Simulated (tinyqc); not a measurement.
Inside a calculation. Method: Hubbard chain of 4 sites. One step of it, computed by the program tinyqc.

Problem. Mean-field iteration 1. H(up) = T + U n(down), H(down) = T + U n(up); fill the lowest levels; n(new) = n + mixing (n(out) - n); E = tr T (rho up + rho down) + U sum n_up n_down of the output.

one-body matrix (hopping and site energies) (eV), lower triangle:
```
           1          2          3         4
1   1.000000
2  -1.790000  -0.780000
3   0.000000  -1.790000   0.180000
4   0.000000   0.000000  -1.790000  0.640000
```

U = 8.600000 eV

electrons, up and down: 2  2

mixing = 0.200000

n(up) at the start (a guess, not normalised): 1 0.550000, 2 0.450000, 3 0.550000, 4 0.450000

n(down) at the start (a guess): 1 0.450000, 2 0.550000, 3 0.450000, 4 0.550000

Give: levels, up; levels, down; energy; n(up) after iteration 1; n(down) after iteration 1.

Solution.

levels, up (eV): 1.3526  3.6285  5.9631  7.2959

levels, down (eV): 1.2083  3.4952  6.1524  7.3841

energy = 1.5651 eV

n(up) after iteration 1: 1 0.5277, 2 0.4776, 3 0.5666, 4 0.4281

n(down) after iteration 1: 1 0.3998, 2 0.5902, 3 0.4455, 4 0.5646
